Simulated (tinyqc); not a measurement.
# Minority carriers and saturation current of a heavily doped emitter: what changes with what

n-type, parabolic bands, full ionisation. eta = (EF - Ec)/kB T solves N = Nc F12(eta), F12(x) = (2/sqrt(pi)) int_0^infinity sqrt(u)/(1 + exp(u - x)) du. The gap shrinks rigidly by dEg = E1 [ln(N/N0) + sqrt(ln^2(N/N0) + 0.5)], an empirical law that is here taken as the true narrowing.

Parameters, values chosen for the exercise; band and dielectric values close to those of silicon: temperature T = 400 K; band gap Eg = 1.13 eV; conduction-band density of states at 400 K Nc = 4.26e19 cm^-3; valence-band density of states at 400 K Nv = 4.13e19 cm^-3; ionised donor density N = 7.2e19 cm^-3; energy of the narrowing law E1 = 9.3 meV; density of the narrowing law N0 = 1.7e17 cm^-3; minority-hole mobility mup = 120 cm^2/(V s); Auger coefficient Cn = 1.9e-31 cm^6/s; defect lifetime ts = 0.19 us; emitter width W = 660 nm; recombination velocity at the contact S = 2.6e5 cm/s.

Constants: q = 1.602176634e-19 C, kB = 1.380649e-23 J/K, Vt = kB T/q. Results are converted to the units shown.

Each table varies one quantity; the others keep the values above.

## Effect of the contact

ni = sqrt(Nc Nv) exp(-Eg/(2 Vt)), Eg in volts; degeneracy factor g = F12(eta) exp(-eta); nie^2 = ni^2 exp(dEg/kB T) g, p0 = nie^2/N; apparent narrowing dEg + kB T ln g. 1/tau = Cn N^2 + 1/ts, D = mup Vt, L = sqrt(D tau); J0 = (q p0 D/L)(s + tanh(W/L))/(1 + s tanh(W/L)), s = S L/D; the share recombining inside is 1 - 1/[cosh(W/L)(1 + tanh(W/L)/s)].

Effect of the contact:

| S (cm/s) | J0 (fA/cm^2) | share inside (%) |
|---|---|---|
| 80 | 1.6488e7 | 99.897 |
| 340 | 1.6523e7 | 99.563 |
| 1500 | 1.6677e7 | 98.117 |
| 6200 | 1.7261e7 | 92.877 |
| 26000 | 1.9168e7 | 77.984 |
| 1.1e5 | 2.2908e7 | 55.971 |
| 4.8e5 | 2.6100e7 | 42.177 |
| 2.1e6 | 2.7336e7 | 37.700 |
| 8.8e6 | 2.7660e7 | 36.593 |

What does the comparison show?

J0 rises from 1.65e7 to 2.77e7 fA/cm^2, between the limits q p0 (D/L) tanh(W/L) = 1.65e7 and q p0 (D/L) coth(W/L) = 2.78e7; W/L = 1.0, so passivating the contact can gain at most a factor of 1.69.

## Effect of the doping

Same model as above.

The mobility is held fixed.

Effect of the doping:

| N (cm^-3) | apparent narrowing (meV) | p0 (cm^-3) | L (nm) | J0 (fA/cm^2) | share inside (%) |
|---|---|---|---|---|---|
| 8.5e17 | 31.073 | 2.9517e7 | 8751.7 | 2.3951e8 | 0.41994 |
| 1.7e18 | 43.329 | 2.1060e7 | 8436.0 | 1.7092e8 | 0.45185 |
| 3.5e18 | 56.018 | 1.4781e7 | 7381.9 | 1.2008e8 | 0.58940 |
| 7.1e18 | 68.007 | 1.0318e7 | 5279.3 | 8.4142e7 | 1.1469 |
| 1.4e19 | 78.582 | 7.1112e6 | 3119.6 | 5.8843e7 | 3.2258 |
| 2.9e19 | 87.822 | 4.4884e6 | 1583.1 | 3.9477e7 | 11.606 |
| 5.9e19 | 92.633 | 2.5366e6 | 787.69 | 2.7398e7 | 35.971 |
| 1.2e20 | 89.279 | 1.1315e6 | 388.45 | 1.9853e7 | 74.414 |
| 2.4e20 | 71.196 | 3.3482e5 | 194.36 | 1.1419e7 | 96.314 |
| 4.9e20 | 25.139 | 43105 | 95.216 | 3.0001e6 | 99.927 |

The apparent narrowing goes from 31.1 through a maximum of 92.6 (at N = 5.9e19 cm^-3 among the rows listed) to 25.1 meV. p0 goes as N^(-0.49) between the first two rows and N^(-2.87) between the last two (-1 without narrowing or degeneracy), and J0 falls from 2.40e8 to 3.00e6 fA/cm^2.

Range of the model: Band tails, non-parabolic bands and incomplete ionisation are left out.

Numbers from tinyqc (`OMP_NUM_THREADS=1 python tinyqc.py 2330007 2330008 out.jsonl`; about 0.01 s on one thread of a shared Intel Xeon 2.30GHz).
